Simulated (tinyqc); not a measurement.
What each parameter does: sp3s* tight binding.

sp3s* tight binding, nearest neighbours only: anion (a) at 0, cation (c) at a/4 (1,1,1), orbitals s, px, py, pz, s* on each; k in units of 2 pi/a. With phases e_j = exp(i (pi/2) k.n_j) for n = (1,1,1), (1,-1,-1), (-1,1,-1), (-1,-1,1): g0 = (e1+e2+e3+e4)/4, g1 = (e1+e2-e3-e4)/4, g2 = (e1-e2+e3-e4)/4, g3 = (e1-e2-e3+e4)/4. The diagonal holds the levels Esa, Epa, Exa (s*) and Esc, Epc, Exc. Anion-cation block: <sa|sc> = Vss g0; <sa|xc> = Vsapc g1; <xa|sc> = -Vscpa g1; <xa|xc> = Vxx g0; <xa|yc> = <ya|xc> = Vxy g3, <xa|zc> = <za|xc> = Vxy g2, <ya|zc> = <za|yc> = Vxy g1; <s*a|xc> = Vxapc g1; <xa|s*c> = -Vpaxc g1; y and z take g2 and g3 in place of g1; s-s* and s*-s* vanish.

Inputs chosen for the exercise (near a published set for diamond, fitted to gaps, whose masses and valley positions are rough; not measured data):

| symbol | value | unit | meaning |
|---|---|---|---|
| Esa | -4.535 | eV | s level of the anion |
| Epa | 3.851 | eV | p level of the anion |
| Esc | -4.535 | eV | s level of the cation |
| Epc | 3.851 | eV | p level of the cation |
| Exa | 11.356 | eV | s* level of the anion |
| Exc | 11.356 | eV | s* level of the cation |
| Vss | -22.683 | eV | s-s |
| Vxx | 3.837 | eV | px-px |
| Vxy | 11.662 | eV | px-py |
| Vsapc | 15.224 | eV | s anion, p cation |
| Vscpa | 15.224 | eV | s cation, p anion |
| Vxapc | 8.221 | eV | s* anion, p cation |
| Vpaxc | 8.221 | eV | p anion, s* cation |

Gaps from the top of the valence band at Gamma; Delta is the minimum on (x,0,0), 0.5 <= x <= 1. A change on one sublattice alone makes the two atoms unequal.

Results for these values:

| case | Ev (eV) | gap Gamma (eV) | gap Delta (eV) | gap L (eV) |
|---|---|---|---|---|
| base | 0.0140 | 7.6740 | 5.2986 | 7.5663 |

What happens to each result for Vpaxc = 7.921 eV, all else kept?

Answer: Ev does not change at the printed digits; gap Gamma does not change at the printed digits; gap Delta rises from 5.2986 to 5.4033; gap L rises from 7.5663 to 7.6654.

The same for each parameter in turn:

| case | Ev (eV) | gap Gamma (eV) | gap Delta (eV) | gap L (eV) |
|---|---|---|---|---|
| base | 0.0140 | 7.6740 | 5.2986 | 7.5663 |
| Epa = 4.151 eV | 0.1611 | 7.6799 | 5.2139 | 7.4498 |
| Vxy = 11.362 eV | 0.0140 | 7.6740 | 5.2986 | 7.5039 |
| Vpaxc = 7.921 eV | 0.0140 | 7.6740 | 5.4033 | 7.6654 |
| Epc = 3.651 eV | -0.0873 | 7.6766 | 5.3579 | 7.6469 |
| Esc = -4.735 eV | 0.0140 | 7.6740 | 5.2881 | 7.5597 |
| Vsapc = 15.424 eV | 0.0140 | 7.6740 | 5.3310 | 7.5858 |

Vxy, Vpaxc and Vsapc cannot move Ev or the gap at Gamma, whose blocks do not hold them; s parameters never move Ev, and move the gap only where the lowest empty level at Gamma is s-like.

Program tinyqc; command `OMP_NUM_THREADS=1 python tinyqc.py 1482549 1482550 out.jsonl`; about 0.1 s on one thread of a shared Intel(R) Xeon(R) Processor @ 2.30GHz.
